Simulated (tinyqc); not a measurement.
Exact and approximate size effects: heat flow across a film from the phonon Boltzmann equation in the relaxation-time approximation. Computed by tinyqc, a small Python program. Command: `OMP_NUM_THREADS=1 python tinyqc.py 3001894 3001895 out.jsonl slabbte walk`. One thread of a shared host (Intel(R) Xeon(R) Processor @ 2.30GHz), about 0.02 s of CPU time with the checks.

Two black walls, hot at x = 0 and cold at x = L, emit phonons isotropically. For one free path Lambda, with tau = x/Lambda, tau_L = L/Lambda and phi = (T - T_cold)/Delta T, energy balance gives phi(tau) = (1/2) [E2(tau) + int_0^tau_L phi(s) E1(|tau - s|) ds]; E_n are the exponential integrals. The flux over the ballistic flux C v Delta T/4 is psi = 1 - 2 int_0^tau_L phi(s) E2(s) ds, and kappa_eff/kappa = (3/4) tau_L psi. kappa = C v Lambda/3 is an input, so at fixed kappa a longer free path means a smaller C v.

Inputs (values chosen for the exercise, modelled on gallium nitride): free path Lambda_1 = 120 nm; free path Lambda_2 = 1100 nm; share f_2 of kappa = 0.19.

Free-path groups: two.

Method:
- Cut the film into n equal cells with constant phi, collocated at the centres c_i: the kernel integrates to A_ij = |E2(|c_i - e_j|) - E2(|c_i - e_(j+1)|)|/2 for cell edges e_j, and A_ii = 1 - E2(half a cell); solve (1 - A) phi = E2(c)/2; psi = 1 - 2 sum_j phi_j [E3(e_j) - E3(e_(j+1))].
- Each group is solved on its own with 150 and 300 cells, psi = (4 psi(300) - psi(150))/3, and weighted by its share of kappa (f_1 is what the others leave); exchange of energy between groups inside the film is left out.
- Two-flux: kappa_eff/kappa = sum f_i/(1 + 4 Lambda_i/(3 L)). Matthiessen with the thickness: sum f_i/(1 + Lambda_i/L). Ballistic limit: sum f_i 3 L/(4 Lambda_i).

Kappa_eff/kappa:
```
L (nm),Boltzmann,two-flux,Matthiessen,ballistic limit
3.6,0.018179,0.018289,0.024212,0.018691
12,0.057167,0.058054,0.075687,0.062305
30,0.12836,0.13170,0.16704,0.15576
72,0.25202,0.26027,0.31542,0.37383
180,0.43706,0.44959,0.51272,0.93457
480,0.64311,0.65435,0.70572,2.4922
1200,0.79210,0.80021,0.83549,6.2305
3000,0.89159,0.89660,0.91787,15.576
```

What follows from these numbers?

The two-flux formula lies above the Boltzmann result by at most about 3.3 % (at L = 72 nm); the Matthiessen form is high by up to 33 %, since it misses the factor 3/4 of the ballistic limit. The thinnest film reaches 97 % of that limit, and the thickest, 25 Lambda_1, only 89 % of the bulk value: the long free paths keep the size effect alive far beyond Lambda_1. Rows below about 10 nm are near the phonon wavelength, where a particle picture fails.
